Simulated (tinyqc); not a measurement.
Heterojunction of two tight-binding chains, step by step. Values are carried at full precision from step to step, so a last printed digit may differ when a step is redone from the rounded ones.

Left chain: hopping -t1, sites at 2 t1 (band bottom 0). Right chain: hopping -t2, sites at dE + 2 t2 (bottom dE). t = c/(m a^2), c = hbar^2/2m0. The bond across the interface is -tc with tc = f sqrt(t1 t2), and the last left site has the extra energy U. In a chain E = bottom + 2t (1 - cos(ka)); the surface Green function of a half chain is g = -exp(ika)/t, with Im k > 0 where cos(ka) > 1.

Constants: hbar^2/2m0 = 3.80998211 eV angstrom^2.

Inputs chosen for the exercise (masses and offset of the size met at InGaAs / InAlAs; shifted at random, so the results belong to these values and not to a real crystal):

| symbol | value | unit | meaning |
|---|---|---|---|
| a | 5.65 | angstrom | site spacing |
| m1 | 0.038 | m0 | mass on the left |
| m2 | 0.071 | m0 | mass on the right |
| f | 1 |  | factor on the interface hopping |
| dE | 0.42 | eV | band offset |
| E | 0.54 | eV | electron energy |
| U | 0.24 | eV | extra energy on the last left site |

## Hoppings

Form t1, t2 and tc.

t1 = 3.14082 eV
t2 = 1.68100 eV
tc = 2.29776 eV

## Wave numbers and velocities

The left chain has hopping t1 and band bottom 0, the right one t2 and dE. cos(ka) = 1 - (E - bottom)/(2t); dE/dk = 2 t a sin(ka).

ka (rad): left 0.417674, right 0.267983

dE/dk (eV angstrom): left 14.3965, right 5.0297

## Self-energies on the last left site

Hoppings t1 (left), t2 (right), tc (interface); g is the surface Green function of a half chain. The rest of the left chain gives S1 = t1^2 g1 = -t1 exp(i k1 a); the right chain gives S2 = tc^2 g2 = -(tc^2/t2) exp(i k2 a).

S1 = -2.87082-1.27403i eV
S2 = -3.02871-0.83165i eV

## Transmission

The last site of the left chain has energy 2 t1 + U, and S1, S2 are the self-energies of the two half chains on it. G = 1/(E - 2 t1 - U - S1 - S2); T = 4 Im(S1) Im(S2) |G|^2.

G = -0.0185-0.4742i 1/eV
T = 0.9544

A fraction 0.0456 is reflected although the electron lies above the step.

## Checks

- T from the Green function against 1 - |r|^2 from matching plane waves: both 0.954412.

Program tinyqc; command `OMP_NUM_THREADS=1 python tinyqc.py 1481930 1481931 out.jsonl`; about 0.01 s on one thread of a shared Intel(R) Xeon(R) Processor @ 2.30GHz.
